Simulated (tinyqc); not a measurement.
Inductance and parasitic capacitance from two readings.

Problem. A loss-free coil L in parallel with C shows the apparent inductance L/(1 - w^2 L C), w = 2 pi f. Find L, C and the self-resonance 1/(2 pi sqrt(L C)).

apparent inductance at 2.8 and 5.6 GHz (nH): [4.9007824, 9.8125327]

Solution. The inverse of the reading is 1/L - w^2 C, a straight line in w^2.

L = 4.20 nH
C = 110 fF
self-resonance = 7.40 GHz

tinyqc, about 0.01 s, one thread, Intel Xeon 2.30GHz (shared host): `OMP_NUM_THREADS=1 python tinyqc.py 2302194 2302195 out.jsonl`
